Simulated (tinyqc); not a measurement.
Single-oscillator infrared dielectric function of a polar cubic crystal: one step, computed by the program tinyqc.

One ion pair, charges +Z* and -Z*, in a cell of volume Omega = a^3/4. Frequencies omega are given as wavenumbers (1/cm); eps_s is the static dielectric constant.

Task: Surface and particle modes. Without damping, eps(omega) = -x eps_m gives omega^2 = omega_TO^2 (eps_s + x eps_m)/(eps_inf + x eps_m): x = 1 for a flat surface at large wave vector, x = 2 for the dipole mode of a small sphere. The reflectivity R for light from vacuum (not from the medium eps_m) vanishes where eps = 1, omega^2 = omega_TO^2 (eps_s - 1)/(eps_inf - 1).

Inputs (values chosen for the exercise, modelled on sodium chloride): omega_TO = 165 1/cm; eps_inf = 2.29; eps_m of the surrounding medium = 1.

Structure: rock salt. Free carriers: absent.

eps_s = 6.045271

Give: surface mode; sphere mode; zero of R.

Result:

surface mode = 241.45 1/cm

sphere mode = 225.96 1/cm

zero of R = 326.31 1/cm
